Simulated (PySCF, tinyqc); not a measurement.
Inside a calculation. Method: RHF in the sto-3g basis, for H3+, spin multiplicity 1. The lowest restricted solution is unstable here: a spin-polarised one lies 0.0004 hartree lower (PySCF). One step of it, computed by the program tinyqc.

Question. Iteration 2: diagonalisation and new density. Diagonalise F' = X^T F X, C = X C', fill 1 alpha and 1 beta electrons from the bottom; D = 2 C_occ C_occ^T; the new density keeps 0.7 of the old one (damping). Each column has its largest component positive (the first on a tie).

Fock matrix F (hartree), lower triangle:
```
           1H 1s      2H 1s      3H 1s
1H 1s  -0.736838
2H 1s  -0.583840  -0.511194
3H 1s  -0.583840  -0.220932  -0.511194
```

X, lower triangle:
```
           1H 1s     2H 1s     3H 1s
1H 1s   1.216012
2H 1s  -0.296011  1.103311
3H 1s  -0.296011  0.049063  1.103311
```

D after iteration 1, lower triangle:
```
          1H 1s     2H 1s     3H 1s
1H 1s  0.958521
2H 1s  0.375410  0.155027
3H 1s  0.375410  0.155027  0.155027
```

overlap S, lower triangle:
```
          1H 1s     2H 1s     3H 1s
1H 1s  1.000000
2H 1s  0.466381  1.000000
3H 1s  0.466381  0.100265  1.000000
```

Give: F' = X^T F X; orbital energies; coefficients C; D after iteration 2.

Answer.

F' = X^T F X (hartree), lower triangle:
```
        1       2       3
1  -0.377
2  -0.405  -0.314
3  -0.405   0.009  -0.314
```

orbital energies (hartree): MO1 -0.916, MO2 -0.323, MO3 0.234

coefficients C:
```
         MO1     MO2     MO3
1H 1s  0.600   0.000   1.137
2H 1s  0.342   0.745  -0.797
3H 1s  0.342  -0.745  -0.797
```

D after iteration 2, lower triangle:
```
       1H 1s  2H 1s  3H 1s
1H 1s  0.887
2H 1s  0.386  0.179
3H 1s  0.386  0.179  0.179
```
